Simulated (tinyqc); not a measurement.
Dead time and true rate from two light levels.

Inverse problem. A non-paralysable detector measures m = n/(1 + n td); dark counts are negligible. Find td and the true rate at the lower flux.

measured rates at a photon flux and at four times that flux (1/s): [2.9059829e6, 8.0952381e6]

Solution. 1/m = 1/n + td, so the difference of the inverse rates is 3/(4 n).

td = 50.0 ns
n = 3.40e6 1/s

Computed by the program tinyqc: `OMP_NUM_THREADS=1 python tinyqc.py 2630030 2630031 out.jsonl`, one thread of a shared Intel Xeon 2.30GHz, about 0.01 s for the whole run.
